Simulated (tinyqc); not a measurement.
Abrupt p-n junction, non-linear Poisson equation by Newton steps: capacitance and field against bias.

One dimension, p side on the left, n side on the right; net doping C = -Na for x < 0 and +Nd for x > 0. The potential psi is counted from the intrinsic level, and the quasi-Fermi potentials are flat: 0 for holes and -V for electrons, so n = ni exp((psi + V)/Vt) and p = ni exp(-psi/Vt) (Boltzmann statistics, full ionisation, no current).

The Poisson equation d/dx(eps0 eps_r dpsi/dx) = -q (p - n + C) is solved on a mesh of more than 1000 nodes that ends in neutral material (psi_p = -Vt ln(Na/ni), psi_n = Vt ln(Nd/ni) - V). C_j = q d/dV of the integral of p over x, from the linearised equation. ni = sqrt(Nc Nv) exp(-Eg/(2 Vt)), Eg in volts. Depletion approximation: Vbi = Vt ln(Na Nd/ni^2), W = sqrt(2 eps0 eps_r (Vbi - V)(1/Na + 1/Nd)/q), xp = W Nd/(Na + Nd), xn = W Na/(Na + Nd), peak field 2 (Vbi - V)/W, capacitance eps0 eps_r/W. The last column applies it to an abrupt Na-Nd junction.

Parameters, values chosen for the exercise; band and dielectric values close to those of gallium nitride:
- T = 300 K (temperature)
- Eg = 3.38 eV (band gap)
- eps_r = 9.42 (relative permittivity)
- Nc = 2.28e18 cm^-3 (conduction-band density of states at T)
- Nv = 4.6e19 cm^-3 (valence-band density of states at T)
- Na = 1.5e18 cm^-3 (acceptor density of the p side)
- Nd = 4.4e16 cm^-3 (donor density of the n side)

Constants: q = 1.602176634e-19 C, kB = 1.380649e-23 J/K, Vt = kB T/q, eps0 = 8.8541878128e-14 F/cm where lengths are in cm. Results are converted to the units shown.

Capacitance and field against bias:
```
V (V)  peak |E| (kV/cm)  C_j (nF/cm^2)  1/C_j^2 (cm^4/uF^2)  eps0 eps_r/C_j (nm)  abrupt depletion C (nF/cm^2)
0                 227.4          30.17                 1098                276.4                         29.92
-0.44             242.6          28.25                 1253                295.2                         28.05
-0.89             257.3          26.63                 1410                313.2                         26.46
-1.33             270.9          25.28                 1564                329.9                         25.14
-1.78             284.2          24.10                 1722                346.1                         23.97
-2.22             296.7          23.09                 1876                361.2                         22.98
-2.67             308.8          22.18                 2033                376.1                         22.08
-3.11             320.3          21.38                 2188                390.1                         21.29
-3.56             331.7          20.65                 2345                403.9                         20.57
-4                342.4          20.00                 2499                417.0                         19.93
```

Read the table: what changes, and by how much?

With V going from 0 to -4 V, C_j falls from 30.2 to 20.0 nF/cm^2 and the peak field rises from 227 to 342 kV/cm. The slope of 1/C_j^2, read as N = 2/(q eps0 eps_r |slope|), gives 4.27e16 cm^-3 between the first two rows and 4.27e16 cm^-3 between the last two, against Na Nd/(Na + Nd) = 4.27e16 cm^-3; the slopes of all rows agree within 0.04 %, as for uniform doping at both edges. At the end C_j goes as (Vbi - V)^(-0.50) with Vbi = 3.19 V, and it is 0.36 % above the abrupt depletion formula (at the first row 0.83 % above it).

Computed by the program tinyqc: `OMP_NUM_THREADS=1 python tinyqc.py 2000091 2000092 out.jsonl`, one thread of a shared Intel Xeon 2.30GHz, about 0.02 s for the whole run.
